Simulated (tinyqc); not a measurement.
Three ways to the same curve: density of states of one tight-binding band of a chain.

E(k) = -2 t cos(2 pi k) - 2 t2 cos(4 pi k); k in fractions of the reciprocal vectors, mesh k_i = j/N with j = 0 .. N-1. Densities are per cell and per spin, so the band holds one state.

Each interval of the mesh is a segment with E linear in k: n = (E - e1)/(e2 - e1), g = 1/(e2 - e1) between its end values.

Gaussian broadening: g(E) = mean over the mesh of exp(-(E - E_k)^2/(2 sigma^2))/(sigma sqrt(2 pi)), n(E) = mean of erfc((E_k - E)/(sigma sqrt 2))/2.

Values chosen for the exercise: t = 1.13 eV (nearest hopping); t2 = 0.06 eV (second hopping); N2 = 40 (mesh points along each axis in this comparison); sigma = 0.113 eV (Gaussian width).

N = N2 here; the reference is the linear method with N = 4000.

g(E) (1/eV):

| E (eV) | reference | linear segments | Gaussian, sigma | Gaussian, sigma/4 | reference n(E) |
|---|---|---|---|---|---|
| -1.968 | 0.225 | 0.229 | 0.231 | 0.001 | 0.178 |
| -1.557 | 0.170 | 0.163 | 0.181 | 0.246 | 0.257 |
| -1.147 | 0.149 | 0.149 | 0.120 | 0.000 | 0.322 |
| -0.736 | 0.140 | 0.141 | 0.114 | 0.000 | 0.381 |
| -0.325 | 0.138 | 0.138 | 0.141 | 0.007 | 0.438 |
| 0.086 | 0.140 | 0.139 | 0.172 | 0.342 | 0.495 |
| 0.497 | 0.148 | 0.153 | 0.177 | 0.412 | 0.554 |
| 1.319 | 0.194 | 0.186 | 0.196 | 0.182 | 0.691 |
| 1.730 | 0.267 | 0.259 | 0.276 | 0.067 | 0.783 |

Give the missing row, E (eV) = 0.908.

Computed row:
```
E (eV)  reference  linear segments  Gaussian, sigma  Gaussian, sigma/4  reference n(E)
0.908       0.164            0.166            0.152              0.000           0.618
```

Root-mean-square errors against the reference: 0.0047 for linear segments, 0.0195 for sigma and 0.1709 for sigma/4. The narrow Gaussian is worse than the wide one, because it resolves the separate mesh levels. The reference is highest at 1.730 eV of the energies listed, and half filling lies between 0.086 and 0.497 eV.

(tinyqc, `OMP_NUM_THREADS=1 python tinyqc.py 1650606 1650607 out.jsonl`, Intel(R) Xeon(R) Processor @ 2.30GHz, 1 thread, shared host, about 0.01 s.)
